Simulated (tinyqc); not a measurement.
Inside a calculation. Model: gated two-dimensional channel with two bands, quantum capacitance.

Computed by the program tinyqc: `OMP_NUM_THREADS=1 python tinyqc.py 2200063 2200064 out.jsonl`, one thread of a shared Intel Xeon 2.30GHz, about 0.01 s for the whole run. Printed values are rounded.

phi is the Fermi level above the lowest band edge, in volts; Vg is counted from the gate voltage at which an empty channel would have phi = 0. The channel has no thickness; trap charge is -q Dit phi.

Parameters, values chosen for the exercise; lowest band close to that of a thin InAs body: temperature T = 400 K; relative permittivity of the gate insulator (close to silicon dioxide) eox = 3.9; insulator thickness tox = 9 nm; in-plane mass md = 0.0367 m0; valley degeneracy gv = 1; in-plane mass of a second band, chosen freely m2 = 0.07 m0; valley degeneracy of that band, chosen freely g2 = 1; second band edge above the first E2 = 0.28 eV; density of traps Dit = 0 cm^-2 eV^-1; gate voltage Vg = 0.95 V.

Constants: q = 1.602176634e-19 C, kB = 1.380649e-23 J/K, hbar = 1.054571817e-34 J s, m0 = 9.1093837015e-31 kg, Vt = kB T/q, eps0 = 8.8541878128e-14 F/cm where lengths are in cm. Results are converted to the units shown.

## Gate capacitance

Cox = eps0 eox/tox.

Cox = 0.3836815 uF/cm^2

## Starting value

phi = Vg.

phi at the start = 0.95 V

## Iteration 1: new phi

D1 = gv md m0 q/(pi hbar^2), D2 = g2 m2 m0 q/(pi hbar^2) per eV; n1 = D1 Vt ln(1 + exp(phi/Vt)), n2 = D2 Vt ln(1 + exp((phi - E2)/Vt)), n = n1 + n2; Cq = q dn/dphi = q [D1/(1 + exp(-phi/Vt)) + D2/(1 + exp((E2 - phi)/Vt))]. Newton: f = phi + q (n + Dit phi)/Cox - Vg, phi(new) = phi - f/(1 + (Cq + q Dit)/Cox).

n1 = 1.456421e13 cm^-2
n2 = 1.959161e13 cm^-2
Cq = 7.141213 uF/cm^2
f = 14.26278 V
phi after iteration 1 = 0.2227653 V

## Iteration 2: new phi

As before.

n1 = 3.415982e12 cm^-2
n2 = 1.753766e11 cm^-2
Cq = 3.200622 uF/cm^2
f = 0.7724444 V
phi after iteration 2 = 0.1400791 V

## Iteration 3: new phi

As before.

n1 = 2.156519e12 cm^-2
n2 = 1.724965e10 cm^-2
Cq = 2.494261 uF/cm^2
f = 0.09780110 V
phi after iteration 3 = 0.1270404 V

## Course of the iteration

Stop when the step is below 1e-10 V, or after 40 iterations.

Course of the iteration:
```
iteration  phi before the step (V)  step (V)
1                             0.95    -0.727
2                        0.2227653   -0.0827
3                        0.1400791   -0.0130
4                        0.1270404  -1.01e-4
5                        0.1269398  -5.84e-9
6                        0.1269398         0
```

Converged in 6 iterations.

## Charge and capacitances at the solution

converged phi = 0.1269398 V

D1 = gv md m0 q/(pi hbar^2), D2 = g2 m2 m0 q/(pi hbar^2) per eV; n1 = D1 Vt ln(1 + exp(phi/Vt)), n2 = D2 Vt ln(1 + exp((phi - E2)/Vt)), n = n1 + n2; Cq = q dn/dphi = q [D1/(1 + exp(-phi/Vt)) + D2/(1 + exp((E2 - phi)/Vt))]. 1/C_G = 1/Cox + 1/(Cq + q Dit); dphi/dVg = Cox/(Cox + Cq + q Dit).

n = 1.971025e12 cm^-2
Cq = 2.450578 uF/cm^2
C_G = 0.3317415 uF/cm^2
dphi/dVg = 0.1353727

Cq is 6.39 times Cox, so C_G is 86.5 % of Cox; 13.4 % of the gate voltage has gone into phi.
